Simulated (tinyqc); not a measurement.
Solid solubility of a dopant against its melt (retrograde solidus), clustering and the electrically active fraction. Changing the enthalpy of transfer from melt to solid H. Computed by tinyqc, a small Python program. Command: `OMP_NUM_THREADS=1 python tinyqc.py 3006891 3006892 out.jsonl retro sweep`. One thread of a shared host (Intel(R) Xeon(R) Processor @ 2.30GHz), about 0.02 s of CPU time with the checks.

Inputs (values chosen for the exercise, of the order of those of tin in silicon for the solubility):
```
quantity,value,unit
melting point of the host T_m,1687,K
heat of melting of the host H_f,50.2,kJ/mol
interaction L of the melt,7.6,kJ/mol
entropy of transfer S,-1.62,k_B
site density N0,5e+22,1/cm^3
temperature T,1410,K
```

Constants: R = 8.314462618 J/(mol K); k_B = 8.617333262e-05 eV/K; e = 1.602176634e-19 C; N_A = 6.02214076e+23 1/mol.

Method. x_l and x_s are atom fractions of the dopant in melt and solid; the solid is dilute. Liquidus of the host: R T ln(1 - x_l) + L x_l^2 = -H_f (1 - T/T_m). Distribution: k = x_s/x_l = exp[L (1 - x_l)^2/(R T)] exp(S/k_B - H/(k_B T)), the first factor being the activity coefficient in the melt. Solubility = x_s N0; at T_m x_l = 0. The largest x_s N0 between 900 K and T_m. For an ideal melt with constant heats the maximum has x_l = H_f/(H + H_f), H in the same units.

One run for each value:
```
enthalpy of transfer from melt to solid H (eV),temperature of the maximum (K),largest solubility (1/cm^3),k at the melting point,x_l there
0.206,1329.3,1.2667e+21,0.082480,0.73737
0.271,1369.7,7.2460e+20,0.052743,0.67921
0.336,1400.1,4.2040e+20,0.033728,0.62907
0.401,1424.1,2.4646e+20,0.021568,0.58549
0.466,1443.8,1.4566e+20,0.013792,0.54731
0.531,1460.3,8.6649e+19,0.008819,0.51362
0.596,1474.4,5.1825e+19,0.005640,0.48371
0.661,1486.7,3.1139e+19,0.003606,0.45699
```

What does the table show, and why?

Over the rows, temperature of the maximum (K) rises from 1330 to 1490 (exponent d ln y / d ln x 0.11 between the first rows and 0.080 between the last); largest solubility (1/cm^3) falls from 1.27e21 to 3.11e19 (exponent d ln y / d ln x -2.0 between the first rows and -4.9 between the last); k at the melting point falls from 0.0825 to 0.00361 (exponent d ln y / d ln x -1.6 between the first rows and -4.3 between the last). The larger H, the smaller k and the nearer to T_m the maximum: fast-falling solubility peaks early.

Caution (rows 0.206): the solid is no longer dilute, and its own lowering of the liquidus is left out.

Extremes, crossings and ranges named in words are read from the listed rows.
